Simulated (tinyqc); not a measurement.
What each parameter does: polar nitride quantum well with polarisation fields.

Growth along [0001]. e_par = (a_sub - a)/a, Ppz = 2 e_par (e31 - e33 C13/C33), P = Psp + Ppz in each layer; strain relaxation and the strain shift of the gaps are left out, although thick layers with more than about 1 % mismatch would relax.

In a periodic stack without free charge the potential drop over a period vanishes: F_w = (P_b - P_w) Lb/(eps0 (eps_w Lb + eps_b Lw)), F_b = -F_w Lw/Lb, eps0 = 8.8541878e-12 F/m; 1 MV/cm = 1e8 V/m = 0.01 V/angstrom.

Envelope functions on cells of 0.25 angstrom over barrier, well, barrier (widths Lb, Lw, Lb), psi = 0 beyond, psi'/m continuous (mean mass between points), c = hbar^2/2m0. With u(z) the integral of e F (F_w in the well, F_b = -F_w Lw/Lb in the barriers, 1 MV/cm = 0.01 V/angstrom), zero at the centre of the well, the electron sees u plus Vc in the barriers and the hole -u plus Vv. The transition is Eg + E_e + E_h; excitons are left out.

Constants: hbar^2/2m0 = 3.80998211 eV angstrom^2; hc = 1239.841984 eV nm.

Parameters, chosen for this exercise (near those of a GaN well in AlN; the results hold for these values, not for the real material):
- a_w = 3.189 angstrom (lattice constant a, well)
- a_b = 3.112 angstrom (lattice constant a, barrier)
- a_sub = 3.112 angstrom (in-plane lattice constant of the stack)
- Psp_w = -0.0342 C/m^2 (spontaneous polarisation)
- Psp_b = -0.0922 C/m^2 (spontaneous polarisation)
- e31_w = -0.332 C/m^2
- e31_b = -0.509 C/m^2
- e33_w = 0.666 C/m^2
- e33_b = 1.498 C/m^2
- C_w = 0.266 (C13/C33)
- C_b = 0.29 (C13/C33)
- eps_w = 10.1 (dielectric constant)
- eps_b = 10.2 (dielectric constant)
- Lw = 20 angstrom (well width)
- Lb = 40 angstrom (barrier width)
- Eg = 3.44 eV (gap of the well)
- Vc = 1.85 eV (conduction offset)
- Vv = 0.87 eV (valence offset)
- me = 0.2 m0 (electron, well)
- meb = 0.32 m0 (electron, barrier)
- mh = 1.54 m0 (hole, everywhere)

Polarisation, field, levels and overlap anew.

One parameter was then changed.

Results before and after:

| case | F_w (MV/cm) | E (eV) | overlap^2 | red shift (meV) |
|---|---|---|---|---|
| base | -6.137 | 3.3286 | 0.16 | 394 |
| changed | -7.046 | 3.2317 | 0.11 | 491 |

Which of these changes was made? (a) eps_w = 11.1; (b) Psp_b = -0.1014 C/m^2; (c) a_sub = 3.122 angstrom; (d) e33_w = 0.733 C/m^2; (e) Lw = 25 angstrom; (f) Lb = 65 angstrom; (g) mh = 1.08 m0; (h) Vc = 1.573 eV.

Answer: (f) Lb = 65 angstrom. Of the candidates, run in turn, only this one gives the changed row.

All candidates:

| case | F_w (MV/cm) | E (eV) | overlap^2 | red shift (meV) |
|---|---|---|---|---|
| base | -6.137 | 3.3286 | 0.16 | 394 |
| Lw = 25 angstrom | -5.662 | 3.0882 | 0.049 | 554 |
| Lb = 65 angstrom | -7.046 | 3.2317 | 0.11 | 491 |
| a_sub = 3.122 angstrom | -6.350 | 3.3070 | 0.15 | 416 |
| Psp_b = -0.1014 C/m^2 | -6.820 | 3.2583 | 0.13 | 464 |
| e33_w = 0.733 C/m^2 | -6.200 | 3.3221 | 0.16 | 400 |
| eps_w = 11.1 | -5.758 | 3.3661 | 0.18 | 357 |
| mh = 1.08 m0 | -6.137 | 3.3686 | 0.20 | 369 |
| Vc = 1.573 eV | -6.137 | 3.3082 | 0.15 | 403 |

Run: tinyqc, `OMP_NUM_THREADS=1 python tinyqc.py 1281776 1281777 out.jsonl`; Intel(R) Xeon(R) Processor @ 2.30GHz, one thread, shared host; about 0.05 s of CPU time with all checks.
